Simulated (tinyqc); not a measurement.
Mesh size and shift: special k points of the fcc lattice.

Lattice vectors in units of a: a1 = (0, 1/2, 1/2), a2 = (1/2, 0, 1/2), a3 = (1/2, 1/2, 0); reciprocal vectors b_i with a_i . b_j = 2 pi delta_ij. Mesh: k = sum_i f_i b_i with f_i = (2 j_i + shift)/(2 N), j_i = 0 .. N-1. The point group of the lattice has 48 operations; only those that map the mesh onto itself are used.

A_m(k) = sum over the m-th star of lattice vectors R of cos(k . R), stars in order of length: m = 1: |R|^2 = 0.5, 12 vectors, such as (1, 0, 0) in the basis a_i; m = 2: |R|^2 = 1, 6 vectors, such as (1, 1, -1) in the basis a_i; m = 3: |R|^2 = 1.5, 24 vectors, such as (2, 0, -1) in the basis a_i; m = 4: |R|^2 = 2, 12 vectors, such as (2, 0, 0) in the basis a_i; m = 5: |R|^2 = 2.5, 24 vectors, such as (2, 1, -1) in the basis a_i; m = 6: |R|^2 = 3, 8 vectors, such as (3, -1, -1) in the basis a_i. The zone mean of every A_m is zero.

Test function, the lower band of a two-band insulator: E(k) = -sqrt(D^2 + (e0 - t A_1(k))^2).
Inputs chosen for the exercise: D = 1.57 eV (half gap term); t = 0.26 eV (coupling); e0 = 1.66 eV (offset).

Errors of the mean of E against the unshifted mesh with N = 24. The fifth column is |R|^2 of the shortest star with a non-zero mean.

Meshes:
```
mesh       points  irreducible  operations  |R|^2 missed  error (meV)
1 Gamma         1            1          48          0.50      264.225
1 shifted       1            1          12          1.00      123.329
2 Gamma         8            3          48          2.00     -173.475
2 shifted       8            2          12          4.00       -0.003
3 Gamma        27            4          48          4.50       -1.794
3 shifted      27            6          12          9.00       -0.429
4 Gamma        64            8          48          8.00        1.914
4 shifted      64           10          12         16.00        0.085
5 Gamma       125           10          48         12.50       -0.202
5 shifted     125           19          12           >16       -0.014
6 Gamma       216           16          48           >16       -0.052
6 shifted     216           28          12           >16        0.002
```

reference mean = -2.40817 eV

What can be read from this table?

The shifted mesh has the smaller error for 6 of 6 values of N and the larger for 0. The cheapest mesh within 1 meV is 2 shifted, with 2 irreducible points. A mesh misses the lattice vectors N (n1 a1 + n2 a2 + ...); the half shift gives each the sign (-1)^(n1 + n2 + ...), so the 12 shortest ones add up to 0 in place of 12: they cancel. The shift lowers the symmetry; it leaves more irreducible points for N = 3, 4, 5 and 6; it leaves fewer irreducible points for N = 2.

Program tinyqc; command `OMP_NUM_THREADS=1 python tinyqc.py 1682457 1682458 out.jsonl`; about 0.2 s on one thread of a shared Intel(R) Xeon(R) Processor @ 2.30GHz.
